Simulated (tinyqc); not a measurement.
Decay of LO phonons and the hot-phonon bottleneck in the cooling of electrons. Changing the lattice temperature T. Computed by tinyqc, a small Python program. Command: `OMP_NUM_THREADS=1 python tinyqc.py 3004967 3004968 out.jsonl hotphonon sweep`. One thread of a shared host (Intel(R) Xeon(R) Processor @ 2.30GHz), about 0.01 s of CPU time with the checks.

n(E, T) = 1/(exp(E/(k_B T)) - 1) is the Bose occupation. Electrons have a temperature T_e; the LO modes within their reach share one occupation N; the decay products stay at the lattice temperature.

Inputs (values chosen for the exercise, modelled on gallium nitride): LO energy hbar omega = 89.9 meV; lifetime at T = 0, tau_0 = 1.8 ps; share f of the energy in the softer product = 0.25.

Decay channel: two unequal phonons (Ridley).

Constants: k_B = 8.617333262e-05 eV/K; c = 299792458 m/s.

Method. Decay rate 1/tau = (1/tau_0) [1 + n(f hbar omega) + n((1 - f) hbar omega)]. Full width Gamma = 1/(2 pi c tau) in 1/cm, c in cm/s.

One run for each value:

| lattice temperature T (K) | Raman width Gamma (1/cm) | phonon lifetime tau (ps) | equilibrium LO occupation N_0 | thermal factor tau_0/tau |
|---|---|---|---|---|
| 20 | 2.949 | 1.8000 | 2.2192e-23 | 1.0000 |
| 31 | 2.950 | 1.7996 | 2.4246e-15 | 1.0002 |
| 47 | 2.961 | 1.7930 | 2.2913e-10 | 1.0039 |
| 71 | 3.026 | 1.7543 | 4.1557e-07 | 1.0261 |
| 110 | 3.256 | 1.6307 | 7.6061e-05 | 1.1038 |
| 170 | 3.790 | 1.4007 | 2.1666e-03 | 1.2850 |
| 250 | 4.689 | 1.1323 | 1.5647e-02 | 1.5897 |
| 390 | 6.506 | 0.8159 | 7.4007e-02 | 2.2060 |
| 590 | 9.321 | 0.5696 | 2.0575e-01 | 3.1603 |
| 900 | 13.852 | 0.3832 | 4.5719e-01 | 4.6967 |

What does the table show, and why?

Over the rows, Raman width Gamma (1/cm) rises from 2.95 to 13.9 (exponent d ln y / d ln x 5.0e-4 between the first rows and 0.94 between the last); phonon lifetime tau (ps) falls from 1.80 to 0.383 (exponent d ln y / d ln x -5.0e-4 between the first rows and -0.94 between the last); equilibrium LO occupation N_0 rises from 2.22e-23 to 0.457 (exponent d ln y / d ln x 42 between the first rows and 1.9 between the last). At the low end the exponent of Raman width Gamma is 0.00, close to 0: spontaneous decay alone. The width is flat while k_B T is small against the energy of the softer product, and then grows with the occupation of the products.
